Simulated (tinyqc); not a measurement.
Comparisons within one model: Lorentz oscillators and the Kramers-Kronig relations. A value that a table varies takes the place of the one given here.

eps(E) = 1 + sum_j S_j/(E0_j^2 - E^2 - i G_j E).

Kramers-Kronig: eps1(E) = 1 + (2/pi) P integral_0^infinity E1 eps2(E1)/(E1^2 - E^2) dE1. Maclaurin rule on the grid E_j = j h, j = 1 .. M: eps1(E_i) = 1 + (4 h/pi) sum over j with j - i odd of E_j eps2(E_j)/(E_j^2 - E_i^2); nothing is added above E_M.

n + i k = sqrt(eps1 + i eps2) with k >= 0; R = ((n - 1)^2 + k^2)/((n + 1)^2 + k^2) at normal incidence from vacuum; alpha = 2 E k/(hbar c), times 1e8 for 1/cm; loss function Im(-1/eps) = eps2/(eps1^2 + eps2^2).

Constants: hbar c = 1973.269805 eV angstrom.

Values chosen for the exercise: E0 = (7.78, 9.82) eV (resonances); G = (1.15, 2.38) eV (widths); S = (122.8, 106.5) eV^2 (strengths); h = 0.5 eV (grid step); M = 40 (grid points E_j = j h); E_t = 3.7 eV (energy below the first line); E = 2.97 eV (photon energy).

## Numerical transform against the formula

Every third grid point is listed; the error is the transform minus the formula.

Dielectric function:
```
E (eV)   eps2  eps1 formula  eps1 transform   error
1.00    0.068         4.177           4.163  -0.014
2.50    0.197         4.432           4.411  -0.021
4.00    0.436         5.034           5.027  -0.007
5.50    1.118         6.435           6.380  -0.054
7.00    5.702        10.159          10.384   0.225
8.50    7.320        -2.588          -2.894  -0.306
10.00   5.212        -2.524          -2.476   0.048
11.50   1.740        -2.533          -2.571  -0.038
13.00   0.683        -1.353          -1.357  -0.004
14.50   0.350        -0.667          -0.693  -0.026
16.00   0.209        -0.254          -0.272  -0.018
17.50   0.138         0.015          -0.015  -0.030
19.00   0.096         0.202           0.162  -0.040
```

What can be read from the table?

The largest error listed is -0.306 at 8.50 eV. The rule samples every 2h = 1 eV and the narrowest line is 1.15 eV wide, so it is barely resolved. The grid ends at 20 eV, where eps2 is still 0.078; the error at the last point listed, nearest the missing tail, is -0.040.

## How far the spectrum must be known

The integrals are done by adaptive quadrature and cut at E_cut. f-sum share: (2/pi) integral of E eps2 over sum S. Static share: (2/pi) integral of eps2/E over eps(0) - 1.

Cut integrals:
```
E_cut (eV)  eps1(E_t)  f-sum share  static share
7.9             3.009        0.298         0.501
10.8            4.585        0.760         0.916
14.7            4.824        0.896         0.985
19.6            4.858        0.934         0.995
29.5            4.869        0.960         0.999
49.1            4.872        0.977         1.000
```

eps1(E_t) from the formula = 4.873

What does this show, and why?

Cut at 10.8 eV, just above the last line, eps1(E_t) lacks 0.288; cut at 49.1 eV it lacks 0.001. At 14.7 eV the static sum has reached 0.985 and the f-sum only 0.896: the f-sum weights eps2 by E and the static sum by 1/E, so the f-sum needs the far tail.

## Optical constants across the spectrum

Spectrum:
```
E (eV)    eps1    eps2      n      k      R   loss
1.47     4.230   0.103  2.057  0.025  0.120  0.006
3.48     4.770   0.331  2.185  0.076  0.139  0.014
5.49     6.420   1.110  2.543  0.218  0.193  0.026
7.50     8.881  12.409  3.474  1.786  0.401  0.053
9.51    -1.457   5.721  1.491  1.918  0.397  0.164
11.52   -2.514   1.714  0.514  1.667  0.594  0.185
13.52   -1.071   0.529  0.249  1.064  0.631  0.371
15.53   -0.364   0.243  0.192  0.633  0.579  1.269
17.54    0.021   0.136  0.282  0.242  0.337  7.170
19.55    0.257   0.086  0.514  0.083  0.106  1.167
21.56    0.414   0.058  0.645  0.045  0.047  0.332
23.57    0.524   0.041  0.725  0.029  0.026  0.150
```

How do the results move?

Among the energies listed the largest values are at (eV): eps2 7.50; n 7.50; k 9.51; R 13.52; loss 17.54. eps1 crosses zero at 7.94 and 17.40 eV; the last crossing is upward and marks the plasmon, against sqrt(sum S) = 15.14 eV for free electrons.

## What each oscillator parameter does

At the energy E. Each row changes one parameter from the base and keeps the others.

Results:
```
case                       eps1   eps2      n      k      R
base                      4.572  0.254  2.139  0.059  0.132
E0 = (8.169, 9.82) eV     4.321  0.222  2.079  0.053  0.123
G = (1.725, 2.38) eV      4.560  0.330  2.137  0.077  0.132
S = (147.36, 106.5) eV^2  5.045  0.285  2.247  0.063  0.148
E = 3.119 eV              4.625  0.274  2.151  0.064  0.134
```

What can be read from the table?

The largest shifts from the base row, up to three for each result and ties (the steps differ in size, so this ranks the rows, not the parameters). eps1: S +0.473, E0 -0.251, E +0.052. eps2: G +0.077, E0 -0.032, S +0.031. n: S +0.108, E0 -0.060, E +0.012. k: G +0.018, E0 -0.006, E +0.004, S +0.004. R: S +0.016, E0 -0.009, E +0.002; unchanged at the printed digits by G.

Run: tinyqc, `OMP_NUM_THREADS=1 python tinyqc.py 1681978 1681979 out.jsonl`; Intel(R) Xeon(R) Processor @ 2.30GHz, one thread, shared host; about 0.2 s of CPU time with all checks.
